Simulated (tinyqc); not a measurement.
Deal-Grove kinetics of thermal oxidation of silicon: one step, computed by the program tinyqc. Command: `OMP_NUM_THREADS=1 python tinyqc.py 3006276 3006277 out.jsonl oxide walk`. One thread of a shared host (Intel(R) Xeon(R) Processor @ 2.30GHz), about 0.06 s of CPU time with the checks.

Oxidant diffuses through the oxide and reacts at the interface, so that dx/dt = B/(A + 2x) for the oxide thickness x.

Task: Thickness after the oxidation. tau = (x_i^2 + A x_i)/B and x = (A/2) [sqrt(1 + 4 B (t + tau)/A^2) - 1], the root of x^2 + A x = B (t + tau). Silicon consumed is 0.44 times the oxide grown; the rate is B/(A + 2x).

Inputs (values chosen for the exercise, close to those used for silicon): temperature T = 800 C; initial oxide x_i = 0.01 um; time t = 9.1 h.

Ambient: dry oxygen. Surface: (111).

length A = 0.4392086 um

parabolic constant B = 5.121619e-04 um^2/h

Give: tau; oxide thickness x; silicon consumed; final growth rate.

Result:

tau = 8.771 h

oxide thickness x = 0.01993 um

silicon consumed = 0.004371 um

final growth rate = 0.001069 um/h

2x/A = 0.0908: the interface reaction limits the rate.
